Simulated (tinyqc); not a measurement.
Chemical vapour deposition: Grove model, boundary layer, depletion and step coverage: one step, computed by the program tinyqc. Command: `OMP_NUM_THREADS=1 python tinyqc.py 3020430 3020431 out.jsonl cvd walk`. One thread of a shared host (Intel(R) Xeon(R) Processor @ 2.30GHz), about 0.04 s of CPU time with the checks.

A precursor diffuses to the surface and reacts there at first order; each molecule that reacts adds one formula unit of film.

Question. Growth rate at the inlet. Fluxes in series: C_s = C_g/(1 + k_s/h_g); growth rate G = k_s h_g/(k_s + h_g) C_g/N; 1 cm/s = 6e8 nm/min.

Inputs (values chosen for the exercise, close to those used for tungsten from its fluoride): temperature T = 510 C; film density N = 6.3e+22 formula units/cm^3.

Reactor: horizontal, atmospheric.

surface rate constant k_s = 0.09804812 cm/s

mass-transfer coefficient h_g = 1.957990 cm/s

precursor density C_g = 1.593075e+17 1/cm^3

Give: ratio k_s/h_g; C_s/C_g; growth rate G at the inlet.

Answer.

ratio k_s/h_g = 0.05008

C_s/C_g = 0.9523

growth rate G at the inlet = 141.7 nm/min

The surface reaction limits the rate, so temperature must be uniform.
